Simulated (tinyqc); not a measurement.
Graded p-n junction, non-linear Poisson equation by Newton steps: two steps of the calculation.

One dimension, p side on the left, n side on the right; net doping C = (Nd - Na)/2 + ((Nd + Na)/2) tanh(x/Lg). The potential psi is counted from the intrinsic level, and the quasi-Fermi potentials are flat: 0 for holes and -V for electrons, so n = ni exp((psi + V)/Vt) and p = ni exp(-psi/Vt) (Boltzmann statistics, full ionisation, no current).

Parameters, values chosen for the exercise:
- T = 273 K (temperature)
- V = 0.22 V (bias of the p side against the n side)

Constants: q = 1.602176634e-19 C, kB = 1.380649e-23 J/K, Vt = kB T/q. Results are converted to the units shown.

Problem 1. Densities, residual and Jacobian diagonal. n_i = ni exp((psi_i + V)/Vt), p_i = ni exp(-psi_i/Vt), rho_i = p_i - n_i + C_i, g_i = (n_i + p_i)/Vt. Box widths w_i = (h_(i-1) + h_i)/2 in cm. Residual F_i = a_i (psi_(i+1) - psi_i) - a_(i-1) (psi_i - psi_(i-1)) + q rho_i w_i; Jacobian: a_(i-1) and a_i beside the diagonal, b_i = -a_(i-1) - a_i - q g_i w_i on it. The two end nodes are fixed.

```
node  x (nm)  psi after iteration 1 (V)  net doping C (cm^-3)
0       -729                -0.41700349         -6.2000000e16
1       -439                -0.41699964         -6.1998610e16
2       -245                -0.41627807         -6.1403258e16
3       -116                -0.38989962         -2.9241815e16
4        -29                 0.02951662          3.0116298e17
5         29                 0.26320070          8.3683702e17
6       96.4                 0.26557220          1.1408572e18
7        175                 0.26660240          1.1947011e18
8        266                 0.26670147          1.1996903e18
9        372                 0.26670743          1.1999887e18
10       495                 0.26670766          1.1999998e18
```

coupling a_i, interval 0 to 9 (F/cm^2): [3.1142316e-8, 4.6552946e-8, 7.0009857e-8, 1.0380772e-7, 1.5571158e-7, 1.3399513e-7, 1.1490167e-7, 9.9244743e-8, 8.5200675e-8, 7.3424972e-8]
ni = 1.2422371e9 cm^-3

Find: n; p; residual F; diagonal b.

Solution 1.

```
node  n (cm^-3)  p (cm^-3)
0       2.867e5   6.200e16
1       2.867e5   6.199e16
2       2.956e5   6.012e16
3       9.073e5   1.959e16
4      5.017e13    3.542e8
5      1.034e18    1.719e4
6      1.143e18    1.554e4
7      1.195e18    1.488e4
8      1.200e18    1.482e4
9      1.200e18    1.481e4
10     1.200e18    1.481e4
```

```
node  residual F (1e-7 C/cm^2)  diagonal b (F/cm^2)
1                        0.000            -1.029e-5
2                       -0.015            -6.729e-6
3                        0.250            -1.615e-6
4                        3.426            -2.620e-7
5                       -2.339            -4.443e-5
6                       -0.032            -5.710e-5
7                        0.000            -6.921e-5
8                        0.000            -8.066e-5
9                        0.000            -9.373e-5
```

Problem 2. Newton step. Solve the tridiagonal system a_(i-1) d_(i-1) + b_i d_i + a_i d_(i+1) = -F_i for nodes 1 to 9, with d = 0 on fixed nodes. Each component d is damped to sign(d) Vt ln(1 + |d|/Vt) before it is added.

coupling a_i, interval 0 to 9 (F/cm^2): [3.1142316e-8, 4.6552946e-8, 7.0009857e-8, 1.0380772e-7, 1.5571158e-7, 1.3399513e-7, 1.1490167e-7, 9.9244743e-8, 8.5200675e-8, 7.3424972e-8]

```
node  diagonal b (F/cm^2)  residual F (C/cm^2)
1           -1.0292775e-5       -6.7262586e-13
2           -6.5013516e-6        -4.2003493e-9
3           -4.4350767e-7        5.7156589e-10
4           -4.0393045e-7         3.1846363e-7
5           -4.3441211e-5        -1.9552551e-7
6           -5.6957349e-5       -7.3098210e-12
7           -6.9206218e-5        7.4062065e-15
8           -8.0662617e-5                   ~0
9           -9.3733103e-5                   ~0
```

psi after iteration 2, node 0 to 10 (V): [-0.41700349, -0.41699590, -0.41545466, -0.35047711, 0.12515887, 0.26266515, 0.26551425, 0.26660188, 0.26670147, 0.26670743, 0.26670766]

Find: Newton step d, before damping; psi after iteration 3.

Solution 2.

Newton step d, before damping, node 1 to 9 (V): [0.00001, 0.00148, 0.19782, 0.83868, -0.00149, 0.00000, 0.00000, 0.00000, 0.00000]
psi after iteration 3, node 0 to 10 (V): [-0.41700, -0.41699, -0.41402, -0.29774, 0.20988, 0.26122, 0.26551, 0.26660, 0.26670, 0.26671, 0.26671]

Numbers from tinyqc (`OMP_NUM_THREADS=1 python tinyqc.py 2000009 2000010 out.jsonl`; about 0.04 s on one thread of a shared Intel Xeon 2.30GHz).

~0 in a residual or rate marks an entry under 1e-11 of the largest of its column.
